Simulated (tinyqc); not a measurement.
Potential-pH (Pourbaix) lines of a metal, its cation, its oxide and an oxyanion, with a complexing ligand. Changing the log10 of the dissolved activity a. Computed by tinyqc, a small Python program. Command: `OMP_NUM_THREADS=1 python tinyqc.py 3014899 3014900 out.jsonl pourb sweep`. One thread of a shared host (Intel(R) Xeon(R) Processor @ 2.30GHz), about 0.01 s of CPU time with the checks.

Potentials are against the standard hydrogen electrode; solids and water have unit activity; dG_f of M, H+ and the electron is zero; F = e N_A and s = R T ln(10)/F. The cation carries z = 2.

Inputs (values chosen for the exercise, modelled on iron):

| quantity | value | unit |
|---|---|---|
| dG_f of the cation | -79.12 | kJ/mol |
| dG_f of the oxide | -251.6 | kJ/mol |
| dG_f of the oxyanion | -313.78 | kJ/mol |
| dG_f of water | -237.14 | kJ/mol |
| temperature T | 298.15 | K |
| pH | 2.6 | - |
| potential E | -0.85 | V |

Species: M, M2+, MO, MO2(2-).

Constants: R = 8.314462618 J/(mol K); e = 1.602176634e-19 C; N_A = 6.02214076e+23 1/mol.

Method:
- M2+ + 2e = M; MO + 2H+ + 2e = M + H2O; MO2(2-) + 4H+ + 2e = M + 2H2O. For each, E0 = -dG/(z F), and E = E0 + (s/z) log10 a - (s n_H/z) pH, with no activity term for the oxide.
- Two oxidised species coexist where their lines against the metal cross: pH1 (cation/oxide) = [E0(oxide) - E0(cation)]/s - (log10 a)/z; pH2 (oxide/oxyanion) = {[E0(oxyanion) - E0(oxide)]/s + (log10 a)/z}/(4/z - 1).
- The metal is stable below the lowest of the three lines; above it, the species of the lowest line is stable. Water lines at 1 bar: hydrogen E = -s pH, oxygen E = -dG_f(water)/(2F) - s pH.

One run for each value:

| log10 of the dissolved activity a | pH1 | pH2 | width of the oxide field, pH2 - pH1 | upper limit of immunity (V) |
|---|---|---|---|---|
| -8 | 9.6640 | 11.326 | 1.6619 | -0.64665 |
| -7 | 9.1640 | 11.826 | 2.6619 | -0.61707 |
| -6 | 8.6640 | 12.326 | 3.6619 | -0.58749 |
| -5 | 8.1640 | 12.826 | 4.6619 | -0.55791 |
| -4 | 7.6640 | 13.326 | 5.6619 | -0.52833 |
| -3 | 7.1640 | 13.826 | 6.6619 | -0.49875 |
| -2 | 6.6640 | 14.326 | 7.6619 | -0.46917 |
| -1 | 6.1640 | 14.826 | 8.6619 | -0.43959 |

What does the table show?

Over the rows, pH1 falls from 9.66 to 6.16; pH2 rises from 11.3 to 14.8; width of the oxide field, pH2 - pH1 rises from 1.66 to 8.66.

Caution (all rows): other oxidation states, hydroxides and hydrides are left out, and the lines say nothing of rates.

Extremes, crossings and ranges named in words are read from the listed rows.
